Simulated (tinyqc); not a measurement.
## Permittivity and interface capacitance from two thicknesses

Inverse problem. 1/C = t/(eps0 ek) + 2/ci for planar capacitors that differ only in thickness. Find ek, ci and the EOT of the interfaces, 2 x 3.9 eps0/ci.

Constants: eps0 = 8.8541878128e-14 F/cm where lengths are in cm. Results are converted to the units shown.

C at t = 14 and 43 nm (uF/cm^2): [8.6390528, 2.8458769]

Solution. 1/C is a straight line in t: the slope gives ek and the intercept 2/ci. A single thickness would give only the effective permittivity; when the interfaces are a small part of 1/C, ci needs very accurate data.

ek = 139
ci = 1.00e3 uF/cm^2
EOT of the interfaces = 0.00691 nm

tinyqc, about 0.01 s, one thread, Intel Xeon 2.30GHz (shared host): `OMP_NUM_THREADS=1 python tinyqc.py 2102049 2102050 out.jsonl`
